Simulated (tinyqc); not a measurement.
Worked calculation: leakage currents through a thin dielectric. Computed by tinyqc, a small Python program that keeps every step. Command: `OMP_NUM_THREADS=1 python tinyqc.py 3006801 3006802 out.jsonl leak walk`. One thread of a shared host (Intel(R) Xeon(R) Processor @ 2.30GHz), about 0.04 s of CPU time with the checks. Intermediate numbers are printed to about 6 digits and carried at full precision; extremes and crossings named in words are read from the listed rows.

Electrons leave an electrode with Fermi energy E_F above its band bottom; barriers are counted from the Fermi level, and both electrodes are alike. They cross the interlayer first.

Inputs (values chosen for the exercise, modelled on HfO2):
```
quantity,value,unit
barrier height phi_B,1.66,eV
tunnelling mass m,0.22,m_0
static permittivity k,22.9,-
optical permittivity k_o,3.99,-
trap depth phi_t,1.1,eV
Poole-Frenkel prefactor sigma_0,0.0025,S/cm
thickness t,2.2,nm
electrode Fermi energy E_F,3.8,eV
electrode mass m_e,0.3,m_0
voltage V,0.56,V
temperature T,200,K
interlayer thickness t_i,0.93,nm
interlayer barrier phi_i,3.04,eV
interlayer mass m_i,0.42,m_0
interlayer permittivity k_i,4,-
```

Stack: dielectric on an interlayer.

Constants: m_0 = 9.1093837015e-31 kg; e = 1.602176634e-19 C; hbar = 1.054571817e-34 J s; k_B = 8.617333262e-05 eV/K; k_B = 1.380649e-23 J/K; eps_0 = 8.8541878128e-12 F/m; h = 6.62607015e-34 J s.

## Fields

Fields: F_i = V/(t_i + t k_i/k), F = F_i k_i/k; equivalent oxide thickness 3.9 (t/k + t_i/k_i).

field F = 0.744260 MV/cm

equivalent oxide thickness = 1.28142 nm

interlayer field F_i = 4.26089 MV/cm

## Transmission at the Fermi level

WKB: a layer of mass m, field F and barrier b(x) = b_0 - e F x gives the exponent (4 sqrt(2 m)/(3 hbar e F)) [b_0^(3/2) - max(b_0 - e F t, 0)^(3/2)] for b_0 > 0; b_0 = barrier - (E - E_F), less e F_i t_i for the second layer; the transmission is D(E) = exp(-sum of exponents), without image force.

exponent of the interlayer = 10.4085

exponent of the dielectric = 11.4921

transmission D(E_F) = 3.08078e-10

At E_F the barrier of the dielectric is trapezoidal (direct tunnelling).

## Tunnel current

Tsu-Esaki: J = (e m_e k_B T/(2 pi^2 hbar^3)) int D(E) ln[(1 + exp((E_F - E)/k_B T))/(1 + exp((E_F - eV - E)/k_B T))] dE over the normal energy E (its change with the mass at an interface is neglected) from max(0, E_F - 3 eV) to E_F + largest barrier, by 100 Gauss-Legendre points in each part, split at E_F - 0.3 eV (if inside the range) and E_F + 8 k_B T. The mean energy weights E - E_F by the integrand.

tunnel current density = 0.0378703 A/cm^2

mean energy of the current above E_F = -0.313081 eV

The current flows close to or below E_F.

## Thermal currents

Schottky emission J = A T^2 exp(-(phi_B - sqrt(e^3 F/(4 pi k_o eps_0)))/k_B T), A = 4 pi e m k_B^2/h^3 with the tunnelling mass; Poole-Frenkel J = sigma_0 F exp(-(phi_t - sqrt(e^3 F/(pi k_o eps_0)))/k_B T); both use the field F of the dielectric and ignore the interlayer.

Schottky lowering = 0.163890 eV

Poole-Frenkel lowering = 0.327780 eV

Schottky current density = 2.10849e-32 A/cm^2

Poole-Frenkel current density = 6.46496e-17 A/cm^2

The Poole-Frenkel lowering is twice the Schottky one, because the charge of a trap is fixed while an image charge moves with the electron. Caution: so small a Poole-Frenkel current cannot be measured, and its value is formal.

## Which mechanism rules?

The formulas are those given above.

Current densities (A/cm^2):
```
V (V),F (MV/cm),tunnelling,Schottky,Poole-Frenkel
0.11,0.14619,0.002843,1.05800e-34,3.19744e-22
0.20,0.26581,0.005968,4.59392e-34,1.09605e-20
0.28,0.37213,0.009691,1.30128e-33,1.23121e-19
0.39,0.51832,0.017083,4.37097e-33,1.93488e-18
0.48,0.63794,0.026184,1.04141e-32,1.35181e-17
0.56,0.74426,0.037870,2.10849e-32,6.46496e-17
0.67,0.89045,0.062724,5.14527e-32,4.60601e-16
0.84,1.11639,0.138959,1.78703e-31,6.96591e-15
```

The largest current is tunnelling from 0.110 to 0.840 V. Over the table tunnelling grows by 1.7 decades, Schottky by 3.2 and Poole-Frenkel by 7.3. A plot of ln(J/F) against sqrt(F) for the Poole-Frenkel column has the slope 22.05 per sqrt(MV/cm), from which k_o follows; reading it as Schottky emission would give about k_o/4.

Checks made by the program: energy integral against adaptive quadrature (relative difference 1e-09).
